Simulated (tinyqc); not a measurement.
Worked calculation: plane-wave Kohn-Sham cycle with exchange-only LDA in a layered model solid. One step of it, computed by the program tinyqc.

Task: Iteration 1: levels at that k. Diagonalise the Hermitian matrix.

H (hartree):
```
           -2         -1         +0         +1         +2
-2   0.556234  -0.115000   0.000000   0.000000   0.000000
-1  -0.115000  -0.039685  -0.115000   0.000000   0.000000
+0   0.000000  -0.115000  -0.158869  -0.115000   0.000000
+1   0.000000   0.000000  -0.115000   0.198682  -0.115000
+2   0.000000   0.000000   0.000000  -0.115000   1.032968
```

Give: eigenvalues.

Result:

eigenvalues (hartree): -0.2551  -0.0043  0.2217  0.5783  1.0487
